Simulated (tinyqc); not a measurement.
Classical Heisenberg spin chain: exact results, Metropolis, heat-bath and over-relaxation steps, and a Monte Carlo run: one step, computed by the program tinyqc. Command: `OMP_NUM_THREADS=1 python tinyqc.py 3130112 3130113 out.jsonl heismc walk`. One thread of a shared host (Intel(R) Xeon(R) Processor @ 2.30GHz), about 0.1 s of CPU time with the checks.

E = -J sum_i s_i . s_(i+1) for unit vectors s_i on an open chain; K = J/(k_B T).

Problem. Exact results. Each bond angle is independent, so u = <s_i . s_(i+1)> = coth K - 1/K, <s_i . s_(i+n)> = u^n, correlation length xi = -1/ln|u|, energy per bond -J u, heat capacity per bond c/k_B = 1 - K^2/sinh^2 K, and for the long chain chi = mu^2 (1 + u)/(3 k_B T (1 - u)) per spin.

Inputs (values chosen for the exercise, for a model chain of large moments): coupling J = 2.2 meV; temperature T = 60.5 K; moment mu = 3.6 mu_B.

Constants: k_B = 8.617333262e-05 eV/K; mu_B = 5.7883818060e-05 eV/T.

Give: K; u; xi; energy per bond; heat capacity; chi over the Curie value; chi.

Solution.

K = 0.4220

u = 0.1390

xi = 0.5068 sites

energy per bond = -0.3058 meV

heat capacity = 0.05730 k_B/bond

chi over the Curie value = 1.323

chi = 0.06345 mu_B/T per spin

For |K| << 1, u = K/3 = 0.1407.
